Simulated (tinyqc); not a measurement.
sp3s* tight binding: sweeps and comparisons. A value that a table varies takes the place of the one given here.

sp3s* tight binding, nearest neighbours only: anion (a) at 0, cation (c) at a/4 (1,1,1), orbitals s, px, py, pz, s* on each; k in units of 2 pi/a. With phases e_j = exp(i (pi/2) k.n_j) for n = (1,1,1), (1,-1,-1), (-1,1,-1), (-1,-1,1): g0 = (e1+e2+e3+e4)/4, g1 = (e1+e2-e3-e4)/4, g2 = (e1-e2+e3-e4)/4, g3 = (e1-e2-e3+e4)/4. The diagonal holds the levels Esa, Epa, Exa (s*) and Esc, Epc, Exc. Anion-cation block: <sa|sc> = Vss g0; <sa|xc> = Vsapc g1; <xa|sc> = -Vscpa g1; <xa|xc> = Vxx g0; <xa|yc> = <ya|xc> = Vxy g3, <xa|zc> = <za|xc> = Vxy g2, <ya|zc> = <za|yc> = Vxy g1; <s*a|xc> = Vxapc g1; <xa|s*c> = -Vpaxc g1; y and z take g2 and g3 in place of g1; s-s* and s*-s* vanish.

Inputs chosen for the exercise (near a published set for AlAs, fitted to gaps, whose masses and valley positions are rough; the results hold for these values, not for the real material): Esa = -7.492 eV (s level of the anion); Epa = 0.989 eV (p level of the anion); Esc = -1.161 eV (s level of the cation); Epc = 3.606 eV (p level of the cation); Exa = 7.435 eV (s* level of the anion); Exc = 6.732 eV (s* level of the cation); Vss = -6.618 eV (s-s); Vxx = 1.888 eV (px-px); Vxy = 4.295 eV (px-py); Vsapc = 5.141 eV (s anion, p cation); Vscpa = 5.456 eV (s cation, p anion); Vxapc = 4.547 eV (s* anion, p cation); Vpaxc = 5 eV (p anion, s* cation); eta = 2 (scaling exponent); D001 = 0.86 (ratio -ezz/exx).

## What the s* orbital does

The s* couplings Vxapc and Vpaxc are scaled by f; f = 0 is the plain sp3 model. Gaps from the top of the valence band at Gamma; the Delta value is the minimum on (x,0,0), 0.5 <= x <= 1.

Gaps (eV):

| f | Gamma | Delta | L | x of the minimum |
|---|---|---|---|---|
| 0.00 | 3.0092 | 4.6754 | 4.0330 | 0.500 |
| 0.25 | 3.0092 | 4.5013 | 3.8874 | 0.500 |
| 0.50 | 3.0092 | 4.0479 | 3.5373 | 0.654 |
| 0.75 | 3.0092 | 3.1846 | 3.1105 | 0.790 |
| 0.90 | 3.0092 | 2.6308 | 2.8456 | 0.819 |
| 1.00 | 3.0092 | 2.2552 | 2.6663 | 0.836 |
| 1.10 | 3.0092 | 1.8771 | 2.4790 | 0.853 |

What can be read from the table?

The gap at Gamma stays, since g1 to g3 vanish there. From f = 0 to 1 the s* levels lower the Delta value by 2.420 eV and L by 1.367 eV. For f = 0 and 0.25 the least value lies at x = 0.5, the end of the range: any valley further out lies above that value until s* has lowered it enough. The lowest of the three is Gamma at f = 0 and the Delta line at f = 1.

## Hydrostatic strain (sp3s* tight binding, strained)

Strain e moves each bond vector to d = (1 + e) d0 (no internal displacement for the diagonal strains used here) and k is given in fractions of the strained reciprocal cell, so the phases stay. Two-centre values Vss_sigma = Vss/4, Vsp_sigma = sqrt3 V/4 for each s-p and s*-p pair, Vpp_sigma = (Vxx + 2 Vxy)/4, Vpp_pi = (Vxx - Vxy)/4 are scaled by (d0/d)^eta and combined with the new direction cosines; the levels on the diagonal stay.

exx = eyy = ezz = e. Gaps as measured from the top of the valence band; the deformation potentials are (gap(0.01) - gap(-0.01))/0.06.

Gaps (eV):

| e | Gamma | Delta | L | x of the minimum |
|---|---|---|---|---|
| -0.03 | 3.4847 | 2.2682 | 2.8865 | 0.826 |
| -0.02 | 3.3207 | 2.2636 | 2.8128 | 0.830 |
| -0.01 | 3.1623 | 2.2593 | 2.7392 | 0.833 |
| 0.00 | 3.0092 | 2.2552 | 2.6663 | 0.836 |
| 0.01 | 2.8613 | 2.2513 | 2.5945 | 0.839 |
| 0.02 | 2.7184 | 2.2473 | 2.5240 | 0.841 |
| 0.03 | 2.5802 | 2.2432 | 2.4550 | 0.843 |

gap deformation potentials (eV): Gamma -5.016, Delta -0.135, L -2.412

How do the results move?

Per unit of volume strain the gaps move by -5.02 (Gamma), -0.13 (Delta) and -2.41 eV (L). The lowest valley stays the Delta line over the range. These potentials follow from the one exponent eta, which fitted models replace by one for each integral; with it the sizes are rough, the sign for Delta can be wrong (in Si, Ge and the III-V crystals measured values are small and positive), and the pressures at which valleys cross, and which valley takes over, are rough too. A gap of zero, where one is listed, marks an s level that has sunk below the valence top.

## Biaxial strain splits the top of the valence band (sp3s* tight binding, strained)

No spin-orbit coupling; k = 0; exx = eyy = e, ezz = -D001 e. The four bonds keep equal lengths, and the sums over them give Vxx(e) for px and py and Vzz(e) for pz; each level is the lower root of [[Epa, V], [V, Epc]], and the s level the upper root of the s block. The shear potential b follows from E(x,y) - E(z) = 3 b (exx - ezz), taken as the slope between e = -0.005 and 0.005.

Couplings and levels at Gamma (eV):

| e | ezz | Vxx(e) | Vzz(e) | E(x,y) | E(z) | E(x,y) - E(z) (meV) | upper s level |
|---|---|---|---|---|---|---|---|
| -0.020 | 0.0172 | 1.8068 | 2.1356 | 0.0666 | -0.2071 | 273.7 | 3.0996 |
| -0.010 | 0.0086 | 1.8483 | 2.0103 | 0.0329 | -0.1012 | 134.1 | 3.0548 |
| -0.005 | 0.0043 | 1.8683 | 1.9488 | 0.0165 | -0.0498 | 66.4 | 3.0322 |
| 0.005 | -0.0043 | 1.9072 | 1.8279 | -0.0155 | 0.0495 | -64.9 | 2.9869 |
| 0.010 | -0.0086 | 1.9261 | 1.7686 | -0.0310 | 0.0975 | -128.5 | 2.9641 |
| 0.020 | -0.0172 | 1.9625 | 1.6522 | -0.0612 | 0.1899 | -251.1 | 2.9182 |

b = -2.353 eV

What can be read from the table?

Under tension in the plane (e > 0) the bonds tilt towards the plane, Vxx grows to 1.9261 and Vzz falls to 1.7686 eV at e = 0.01, and the pz state forms the top of the valence band, by 128.5 meV; under compression (e = -0.01) the px, py pair does, by 134.1 meV. The slope gives b = -2.35 eV, a rough value, since on-site strain terms are left out (measured values lie near -2 eV).

## What each parameter does

Gaps from the top of the valence band at Gamma; Delta is the minimum on (x,0,0), 0.5 <= x <= 1. Each row changes one parameter from the base and keeps the others.

Results:

| case | Ev (eV) | gap Gamma (eV) | gap Delta (eV) | gap L (eV) |
|---|---|---|---|---|
| base | 0.0004 | 3.0092 | 2.2552 | 2.6663 |
| Vss = -6.818 eV | 0.0004 | 3.1901 | 2.2476 | 2.7160 |
| Vscpa = 5.656 eV | 0.0004 | 3.0092 | 2.2755 | 2.7081 |
| Vsapc = 4.841 eV | 0.0004 | 3.0092 | 2.1342 | 2.5652 |
| Esa = -7.192 eV | 0.0004 | 3.0957 | 2.2782 | 2.7157 |
| Vxx = 1.688 eV | 0.1617 | 2.8479 | 2.0753 | 2.4850 |
| Exa = 7.135 eV | 0.0004 | 3.0092 | 2.1592 | 2.6176 |

What does this show?

The largest shifts from the base row, up to three for each result and ties (the steps differ in size, so this ranks the rows, not the parameters). Ev (eV): Vxx +0.1613; unchanged at the printed digits by Vss, Vscpa, Vsapc, Esa and Exa. gap Gamma (eV): Vss +0.1809, Vxx -0.1613, Esa +0.0865; unchanged at the printed digits by Vscpa, Vsapc and Exa. gap Delta (eV): Vxx -0.1799, Vsapc -0.1210, Exa -0.0961. gap L (eV): Vxx -0.1813, Vsapc -0.1011, Vss +0.0497. Vscpa, Vsapc and Exa cannot move Ev or the gap at Gamma, whose blocks do not hold them; s parameters never move Ev, and move the gap only where the lowest empty level at Gamma is s-like.

Program tinyqc; command `OMP_NUM_THREADS=1 python tinyqc.py 1451185 1451186 out.jsonl`; about 0.1 s on one thread of a shared Intel(R) Xeon(R) Processor @ 2.30GHz.
